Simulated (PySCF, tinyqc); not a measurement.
LCCD on RHF in the sto-6g basis, for H4, spin multiplicity 1, step by step. The lowest restricted solution is unstable here: a spin-polarised one lies 0.0655 hartree lower (PySCF). One step of it, computed by the program tinyqc.

Task: LCCD: starting amplitudes. t_ij^ab = <ij||ab> / (e_i + e_j - e_a - e_b), whose energy is MP2.

orbital energies (hartree): MO1 -0.700123, MO2 -0.230614, MO3 0.246876, MO4 0.834563

Two-electron integrals over orbitals (pq|rs), unique and non-zero (hartree):
```
(11|11) 0.533363   (21|21) 0.141770   (22|11) 0.518915   (22|22) 0.529027
(31|31) 0.132372   (32|32) 0.078330   (33|11) 0.516761   (33|22) 0.505369
(33|33) 0.525630   (41|32) 0.077978   (41|41) 0.077694   (42|31) 0.130576
(42|42) 0.143321   (43|21) 0.139077   (43|43) 0.152747   (44|11) 0.522791
(44|22) 0.530142   (44|33) 0.529580   (44|44) 0.553707
```

Give: Starting amplitudes; correlation energy.

Result:

Starting amplitudes (spin orbitals 1a, 1b, ...; amplitudes related by a flip of all spins are not repeated):
```
from      to        t
2a 2b  3a 3b  -0.0820
1a 1b  3a 3b  -0.0699
2a 2b  4a 4b  -0.0673
1a 2b  3a 4b  -0.0649
1a 2b  3b 4a   0.0388
1a 2a  3a 4a  -0.0261
1a 1b  4a 4b  -0.0253
```

correlation energy = -0.053026 hartree
